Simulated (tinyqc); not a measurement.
Worked calculation: correction of a charged-defect supercell by a model charge and potential alignment (plane-averaged potentials). Computed by tinyqc, a small Python program that keeps every step. Command: `OMP_NUM_THREADS=1 python tinyqc.py 3111482 3111483 out.jsonl align walk`. One thread of a shared host (Intel(R) Xeon(R) Processor @ 2.30GHz), about 0.01 s of CPU time with the checks. Intermediate numbers are printed to about 6 digits and carried at full precision; extremes and crossings named in words are read from the listed rows.

The "true" defect charge is (1 - x) q in a Gaussian of width sigma plus x q in one of width sigma_t, so the exact answer is known; the correction sees only a single model Gaussian of width sigma_m. A Gaussian of width s has the transform rho(G) = exp(-G^2 s^2/2), normalised to 1. A uniform background cancels q, so G = 0 is left out. Potentials are those felt by a unit positive charge. E_0 is the formation energy of the isolated defect, E_cell its value in the supercell, E_lat = E_iso - E_per of the model charge, C the true less the model potential far from the defect; the exact correction is E_0 - E_cell, and the error of a scheme is E_cell plus its correction less E_0.

Inputs (values chosen for the exercise, with screening close to that of Al2O3): defect charge q = 1 e; dielectric constant eps = 8.97; edge of the cubic cell L = 14.2 angstrom; width sigma of the true defect charge = 1.2 angstrom; width sigma_m of the model charge = 0.89 angstrom; share x of the charge in a wide tail = 0; width sigma_t of the tail = 2 angstrom; formation energy of the isolated defect E_0 = 1.73 eV.

Constants: e^2/(4 pi eps_0) = 14.39964548 eV angstrom.

## The supercell energy and its true error

Periodic energy E_per = (2 pi q^2/(eps L^3)) (e^2/(4 pi eps_0)) sum_(G != 0) rho(G)^2/G^2, G = (2 pi/L)(n1, n2, n3), |n_i| <= 16. Isolated energy: two Gaussians of charges q_a, q_b and widths a, b interact by q_a q_b (e^2/(4 pi eps_0 eps)) sqrt(2/pi)/sqrt(a^2 + b^2), and the self-energy is half the sum over pairs. Supercell value E_cell = E_0 + E_per - E_iso for the true charge.

E_iso, true charge = 0.377375 eV

E_per, true charge = 0.222069 eV

E_cell = 1.57469 eV

exact correction = 0.155306 eV

## Lattice energy of the model charge

E_lat = E_iso - E_per for the model charge; point-charge value alpha q^2 e^2/(4 pi eps_0 eps 2 L) with alpha = 2.837297.

E_iso, model = 0.508820 eV

E_per, model = 0.351232 eV

E_lat = 0.157588 eV

point-charge value = 0.160378 eV

## Plane-averaged potentials

Plane-averaged potential at distance z from the defect: V(z) = (4 pi q/(eps L^3)) (e^2/(4 pi eps_0 e)) sum_(m != 0) rho(G_m) cos(G_m z)/G_m^2, G_m = 2 pi m/L, |m| <= 40.

Potentials (V):
```
z/L   z (angstrom)        true       model  difference
0.00          0.00   0.0755642   0.0856545  -0.0100903
0.05          0.71   0.0691931   0.0766905  -0.0074975
0.10          1.42   0.0525614   0.0551563  -0.0025949
0.15          2.13   0.0310687   0.0303638   0.0007049
0.20          2.84   0.0094472   0.0075087   0.0019385
0.25          3.55  -0.0097787  -0.0120086   0.0022299
0.30          4.26  -0.0257134  -0.0279900   0.0022766
0.35          4.97  -0.0381386  -0.0404205   0.0022819
0.40          5.68  -0.0470171  -0.0492994   0.0022823
0.45          6.39  -0.0523444  -0.0546268   0.0022823
0.50          7.10  -0.0541202  -0.0564026   0.0022823
```

The difference moves by 0.00 mV between z/L = 0.4 and 0.5: a plateau.

## Alignment and corrected energy

C = difference at z = L/2; E_corr = E_cell + E_lat - q C. For charges that have died out at L/2, C = (2 pi q/(eps L^3)) (e^2/(4 pi eps_0 e)) (<s^2> - sigma_m^2), <s^2> = (1 - x) sigma^2 + x sigma_t^2.

alignment C = 0.00228235 V

C, closed form = 0.00228235 V

E_corr = 1.73 eV

error with alignment (rounded to 1e-4 meV) = 0 meV

error without alignment = 2.28235 meV

error with the point-charge term alone = 5.07264 meV

error without correction = -155.306 meV

Errors are measured against E_0. Alignment cuts the error of the model charge from 2.3 to below 0.001 meV.

## Errors against cell size

Schemes: none; point-charge term alpha q^2 e^2/(4 pi eps_0 eps 2 L), alpha = 2.837297; E_lat of the model; E_lat - q C with C at z = L/2.

Error against E_0 (meV):
```
L (angstrom)      none  point charge  model charge  model and alignment
9.94          -214.323       14.7891       6.65408           0.00184846
12.10         -180.014        8.1987       3.68885           0.00001413
14.20         -155.306        5.0726       2.28235           0.00000006
17.00         -131.007        2.9563       1.33015           0.00000000
```

Between the last two rows the uncorrected error scales as L^-0.95 and the point-charge remainder as L^-3.00. With alignment the error is 0.0 meV in the smallest cell and 0.00 meV in the largest.

Checks made by the program: E_lat against the point-charge value less 2 pi q^2 sigma_m^2 e^2/(4 pi eps_0 eps L^3) (relative difference 2e-07).
